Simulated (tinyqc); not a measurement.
What each parameter does: two-dimensional electron gas with Rashba and Dresselhaus coupling.

H = c k^2/m + al (ky sx - kx sy) + b1 (kx sx - ky sy) + gam kx ky (kx sy - ky sx), s the Pauli matrices, x = [100], c = hbar^2/2m0, b1 = gam (pi/L)^2 (hard walls). H = c k^2/m + B.s, so E = c k^2/m -/+ |B| and the lower state has its spin along -B.

Constants: hbar^2/2m0 = 3.80998211 eV angstrom^2.

Inputs chosen for the exercise (of the size met in GaN; shifted at random, so the results belong to these values and not to a real crystal):
- m = 0.2239 m0 (mass)
- al = 0.0029 eV angstrom (Rashba constant)
- gam = 0 eV angstrom^3 (bulk Dresselhaus constant)
- L = 161 angstrom (width of the (001) well)
- n = 3.9 1e11/cm^2 (sheet density (one subband filled))

Splittings 2|B| at k0 = sqrt(2 pi n) along [100], [110] and [-110], and E0 = c k0^2/m; 1e11/cm^2 = 1e-5/angstrom^2.

One parameter was then changed.

Results before and after:

| case | [100] (meV) | [110] (meV) | [-110] (meV) | E0 (meV) |
|---|---|---|---|---|
| base | 0.0908 | 0.0908 | 0.0908 | 4.17 |
| changed | 0.0976 | 0.1150 | 0.0665 | 4.17 |

Which of these changes was made? (a) n = 5.85 1e11/cm^2; (b) gam = 3 eV angstrom^3; (c) al = 0.00348 eV angstrom; (d) L = 181 angstrom; (e) m = 0.24629 m0.

Answer: (b) gam = 3 eV angstrom^3. Of the candidates, run in turn, only this one gives the changed row.

All candidates:

| case | [100] (meV) | [110] (meV) | [-110] (meV) | E0 (meV) |
|---|---|---|---|---|
| base | 0.0908 | 0.0908 | 0.0908 | 4.17 |
| m = 0.24629 m0 | 0.0908 | 0.0908 | 0.0908 | 3.79 |
| al = 0.00348 eV angstrom | 0.1090 | 0.1090 | 0.1090 | 4.17 |
| gam = 3 eV angstrom^3 | 0.0976 | 0.1150 | 0.0665 | 4.17 |
| L = 181 angstrom | 0.0908 | 0.0908 | 0.0908 | 4.17 |
| n = 5.85 1e11/cm^2 | 0.1112 | 0.1112 | 0.1112 | 6.25 |

Program tinyqc; command `OMP_NUM_THREADS=1 python tinyqc.py 1450162 1450163 out.jsonl`; about 0.01 s on one thread of a shared Intel(R) Xeon(R) Processor @ 2.30GHz.
